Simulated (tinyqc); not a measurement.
From results back to parameters: effective mass of the split-off band from tabulated energies. Five cases, with inputs chosen for the exercise.

Problem. A band follows E (1 + alpha E) = c k^2/m, c = hbar^2/2m0. Its energies at two wave vectors are given.

Constants: hbar^2/2m0 = 3.80998211 eV angstrom^2.

Case 1.

Values chosen (out of a larger set: band of an eight-band Kane model near InAs; not measured data): k12 = (0.0108, 0.0288) 1/angstrom (two wave vectors).

energies (meV): 5.23034  40.73721

Case 2.

Values chosen (out of a larger set: band of an eight-band Kane model near GaAs; not measured data): k12 = (0.0216, 0.0576) 1/angstrom (two wave vectors).

energies (meV): 11.03307  92.67040

Case 3.

Values chosen (out of a larger set: band of an eight-band Kane model near InSb; not measured data): k12 = (0.0132, 0.0352) 1/angstrom (two wave vectors).

energies (meV): 6.33472  46.14390

Case 4.

Values chosen (out of a larger set: band of an eight-band Kane model near InP; not measured data): k12 = (0.0192, 0.0512) 1/angstrom (two wave vectors).

energies (meV): 7.07859  69.31989

Case 5.

Values chosen (out of a larger set: band of an eight-band Kane model near GaAs; not measured data): k12 = (0.0165, 0.044) 1/angstrom (two wave vectors).

energies (meV): 6.24998  49.35704

Find: y = c k^2/E; m; alpha.

Solution. y = m + m alpha E is a straight line through the two points. A negative alpha means that the band steepens away from the edge, repelled by the bands nearer the gap.

Case 1.

y = c k^2/E (m0): 0.08497  0.07757
m = 0.0861 m0
alpha = -2.42 1/eV

Case 2.

y = c k^2/E (m0): 0.16111  0.13640
m = 0.1645 m0
alpha = -1.84 1/eV

Case 3.

y = c k^2/E (m0): 0.10480  0.10230
m = 0.1052 m0
alpha = -0.59 1/eV

Case 4.

y = c k^2/E (m0): 0.19842  0.14408
m = 0.2046 m0
alpha = -4.27 1/eV

Case 5.

y = c k^2/E (m0): 0.16596  0.14944
m = 0.1684 m0
alpha = -2.28 1/eV

Computed by tinyqc, one run a case: `OMP_NUM_THREADS=1 python tinyqc.py N N+1 out.jsonl` with N = 1880411, 1880430, 1880674, 1880735, 1880767; one thread of a shared Intel(R) Xeon(R) Processor @ 2.30GHz, about 0.01 s a run at most.
